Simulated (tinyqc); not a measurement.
# Trap density from one capacitance

Inverse problem. Traps spread evenly through the insulator exchange electrons with the semiconductor by tunnelling, with tau(x) = t0 exp(2 ka x) at depth x from the interface. The admittance per area Y seen at depth x obeys dY/dx = -Y^2/(i w eps0 eox) + q Nb ln(1 + i w tau)/tau, with Y(0) = i w Cs and w = 2 pi f; the gate sees Y(tox) = G + i w C. Working variable y = Y/(i w), in uF/cm^2. Cox = eps0 eox/tox. Find Nb and G/w.

Parameters, values chosen for the exercise:
- eox = 18.5 (relative permittivity of the insulator)
- tox = 12 nm (insulator thickness)
- Cs = 5.1 uF/cm^2 (semiconductor capacitance in accumulation)
- ka = 4.4 1/nm (decay constant of the wave function in the insulator)
- t0 = 1e-10 s (time constant of a trap at the interface)
- f = 100 Hz (frequency)

Constants: q = 1.602176634e-19 C, eps0 = 8.8541878128e-14 F/cm where lengths are in cm. Results are converted to the units shown.

C = 1.1987078 uF/cm^2

Answer. C rises steadily with Nb, so one density matches; in practice ka and t0 must come from the frequency dependence.

Nb = 6.50e19 cm^-3 eV^-1
G/w = 0.0134 uF/cm^2

Numbers from tinyqc (`OMP_NUM_THREADS=1 python tinyqc.py 2202027 2202028 out.jsonl`; about 0.7 s on one thread of a shared Intel Xeon 2.30GHz).
